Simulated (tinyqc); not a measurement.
Random telegraph noise from one oxide trap in a small MOSFET: two steps of the calculation.

An acceptor-like trap exchanges electrons with the channel. Inversion charge Q = Cox u, u = n Vt W0(exp((Vg - VT)/(n Vt))), W0 the Lambert function, n = nf, Cox = eps0 eox/tox; linear regime Id = (W/L) mu Q Vd. Relative to threshold the surface potential rises by Vt ln(u/u0) and the oxide voltage by the rest of Vg - VT, with u0 = n Vt W0(1).

Parameters, values chosen for the exercise; values of the order met in silicon transistors:
- T = 200 K (temperature)
- eox = 3.9 (relative permittivity of the gate insulator (close to silicon dioxide))
- tox = 2 nm (insulator thickness)
- xt = 0.63 nm (depth of the trap from the channel interface)
- nf = 1.22 (body factor)
- W = 260 nm (gate width)
- L = 170 nm (gate length)
- mu = 360 cm^2/(V s) (mobility)
- asc = 2.4e-16 V s (scattering coefficient of the charged trap)
- Vd = 0.02 V (drain voltage)

Constants: q = 1.602176634e-19 C, kB = 1.380649e-23 J/K, Vt = kB T/q, eps0 = 8.8541878128e-14 F/cm where lengths are in cm. Results are converted to the units shown.

Problem 1. Step height. A = W L; threshold step dV = q (1 - xt/tox)/(Cox A); gm/Id = 1/(u + n Vt); relative step dI/I = (gm/Id) dV + asc mu/A. Id as defined.

u = 0.0027524430 V
N = 2.9661375e10 cm^-2

Give: electrons in the channel N A; dV; gm/Id; number part of dI/I; dI/I; Id; dI.

Solution 1.

electrons in the channel N A = 13.11
dV = 0.1438 mV
gm/Id = 42.05 1/V
number part of dI/I = 0.6048 %
dI/I = 0.6243 %
Id = 0.05233 uA
dI = 0.3267 nA

Problem 2. Lorentzian spectrum. Spectrum S(f) = 4 dI^2/{(tc + te)[(1/tc + 1/te)^2 + (2 pi f)^2]}; corner fc = (1/tc + 1/te)/(2 pi); variance dI^2 tc te/(tc + te)^2. Give S at f = 0, at fc and at 10 fc.

tc = 0.16315364 s
te = 0.016104115 s
dI = 0.32672318 nA

Wanted: fc; S(0); S(fc); S(10 fc); rms current.

Solution 2.

fc = 10.858 Hz
S(0) = 5.1174e-22 A^2/Hz
S(fc) = 2.5587e-22 A^2/Hz
S(10 fc) = 5.0668e-24 A^2/Hz
rms current = 0.093426 nA

The rms value is 0.286 of the step; it reaches its largest share, 1/2, when tc = te.

Range of the model: VT is taken as given; short-channel effects and the uneven flow of current among few electrons are left out.

Computed by the program tinyqc: `OMP_NUM_THREADS=1 python tinyqc.py 2710124 2710125 out.jsonl`, one thread of a shared Intel Xeon 2.30GHz, about 0.01 s for the whole run.
